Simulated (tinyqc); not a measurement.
Comparisons within one model: valley splitting in a one-orbital chain of atomic planes (second-neighbour model). A value that a table varies takes the place of the one given here.

Each (001) plane carries one orbital with energy e0, hopping v to the next plane and u to the second: E(phi) = e0 + 2 v cos(phi) + 2 u cos(2 phi), where phi = pi - k a/4 (the sign of every second orbital is chosen so that v > 0, which shifts the phase by pi). The minimum lies at cos(phi0) = -v/(4u), phi0 = pi - (pi/2) k0 for a valley at k0 (2 pi/a), and e0 puts it at zero. A slab of N planes has hard walls: the matrix simply ends.

A well of Nw planes between barriers of 40 planes each (as of a SiGe alloy, taken as an offset alone). With x = j - 39.5 for plane j = 0, 1, ..., the potential is V0 (f(x) + f(Nw - x)) + F (j - 40) a/4, f(y) = 1/(1 + exp(y/L)), a step for L = 0; L is in planes, 4 L is about the distance over which f goes from 0.88 to 0.12, and 1 MV/m = 1e-4 V/angstrom.

Constants: hbar^2/2m0 = 3.80998211 eV angstrom^2.

Values chosen for the exercise (near those of the Delta valleys of silicon; abrupt walls in this chain split the valleys several times more than measured wells; the results hold for these values, not for the real material):

| symbol | value | unit | meaning |
|---|---|---|---|
| a | 5.438 | angstrom | lattice constant; planes lie a/4 apart |
| ml | 0.852 | m0 | longitudinal mass |
| N0 | 44 |  | first number of planes |
| Nf | 100 |  | planes in the thick slab |
| V0 | 0.3 | eV | barrier height |
| F | 10 | MV/m | field |
| Nw | 40 |  | planes in the well |
| k0 | 0.855 | 2 pi/a | position of the valley |

## Splitting against the number of planes

u = 0.637371 eV
v = 0.575677 eV
e0 = 1.404731 eV
phi0 = 1.798562 rad

Ten slabs from N0 on, of thickness (N - 1) a/4 between the outer planes. Effective mass: E1 = (c/ml)(pi/W)^2 with W = (N + 2) a/4: the amplitude vanishes on two missing planes at each end, and the envelope has its nodes N + 2 spacings apart. Large-N estimate of the splitting: 16 pi^2 u |sin(phi0) sin((N + 2) phi0)|/(N + 2)^3.

Doublet (meV):

| N | thickness (angstrom) | mean level | effective mass | splitting | estimate |
|---|---|---|---|---|---|
| 44 | 58.46 | 11.28 | 11.29 | 0.885 | 0.875 |
| 45 | 59.82 | 10.79 | 10.81 | 0.247 | 0.271 |
| 46 | 61.18 | 10.36 | 10.36 | 0.884 | 0.885 |
| 47 | 62.54 | 9.93 | 9.95 | 0.155 | 0.137 |
| 48 | 63.90 | 9.55 | 9.55 | 0.716 | 0.725 |
| 49 | 65.26 | 9.17 | 9.18 | 0.442 | 0.430 |
| 50 | 66.62 | 8.82 | 8.83 | 0.448 | 0.461 |
| 51 | 67.97 | 8.50 | 8.50 | 0.585 | 0.580 |
| 52 | 69.33 | 8.18 | 8.19 | 0.151 | 0.164 |
| 53 | 70.69 | 7.89 | 7.89 | 0.588 | 0.589 |

The mean level falls smoothly, from 11.3 to 7.9 meV, within 0.2 % of the effective-mass value. The splitting swings between 0.151 (N = 52) and 0.885 meV (N = 44): one plane more or less changes the phase between the two walls by phi0 = 1.799 rad. The estimate misses the computed values by at most 0.023 meV.

## Splitting against the electric field

A thick slab in a field F: plane j = 0, 1, ... gains the energy F j a/4 (1 MV/m = 1e-4 V/angstrom), which presses the electron against the first wall. The exponent is the slope of ln(splitting) against ln F between 20 and 50 MV/m.

Doublet:

| F (MV/m) | mean level (meV) | splitting (meV) | splitting/F (meV per MV/m) |
|---|---|---|---|
| 1 | 8.17 | 0.1536 | 0.1536 |
| 2 | 12.77 | 0.2811 | 0.1405 |
| 5 | 23.23 | 0.6980 | 0.1396 |
| 10 | 36.43 | 1.3964 | 0.1396 |
| 20 | 56.95 | 2.7937 | 0.1397 |
| 30 | 73.80 | 4.1918 | 0.1397 |
| 50 | 102.03 | 6.9900 | 0.1398 |

exponent = 1.00

The splitting goes from 0.1536 to 6.9900 meV. At high field it grows as F^1.00: at a single hard wall it follows the squared slope of the envelope, which is proportional to F, while the level itself grows about as F^(2/3) (here F^0.64). A hard wall is the sharpest interface possible; real Si interfaces split several times less.

## Sharp and graded interfaces

The lowest doublet for several interface widths L.

Doublet:

| L (planes) | 4 L (angstrom) | mean level (meV) | splitting (micro-eV) |
|---|---|---|---|
| 0.00 | 0.00 | 34.10 | 1400.86 |
| 0.25 | 1.36 | 34.32 | 700.33 |
| 0.50 | 2.72 | 34.66 | 125.87 |
| 0.75 | 4.08 | 35.11 | 25.00 |
| 1.00 | 5.44 | 35.67 | 4.60 |
| 1.50 | 8.16 | 37.15 | 0.11 |
| 2.00 | 10.88 | 39.06 | 0.00 |

The mean level moves by +5.0 meV over the table, while the splitting falls from 1400.9 micro-eV at a step to 4.60 at L = 1 plane, a factor 305. Coupling the valleys needs the Fourier component of the potential at twice the valley wave vector, a period of a few planes, and grading removes it. Random alloy disorder, left out here, sets the splitting once this part is gone.

## What each parameter does

Step interfaces (L = 0). u, v, e0 follow from 8 u sin^2(phi0) = (2c/ml)/(a/4)^2, v = -4u cos(phi0), e0 = 2u + v^2/(4u), c = hbar^2/2m0. Each row changes one parameter from the base and keeps the others.

Results:

| case | mean level (meV) | splitting (micro-eV) |
|---|---|---|
| base | 34.10 | 1400.9 |
| k0 = 0.865 2 pi/a | 34.10 | 1492.6 |
| ml = 0.937 m0 | 32.95 | 1399.7 |
| V0 = 0.45 eV | 34.89 | 1399.8 |
| F = 20 MV/m | 51.30 | 2794.1 |
| Nw = 41 | 34.02 | 1558.4 |

The largest shifts from the base row, up to three for each result and ties (the steps differ in size, so this ranks the rows, not the parameters). mean level (meV): F +17.20, ml -1.14, V0 +0.80; unchanged at the printed digits by k0. splitting (micro-eV): F +1393.2, Nw +157.6, k0 +91.7.

(tinyqc, `OMP_NUM_THREADS=1 python tinyqc.py 1450112 1450113 out.jsonl`, Intel(R) Xeon(R) Processor @ 2.30GHz, 1 thread, shared host, about 0.01 s.)
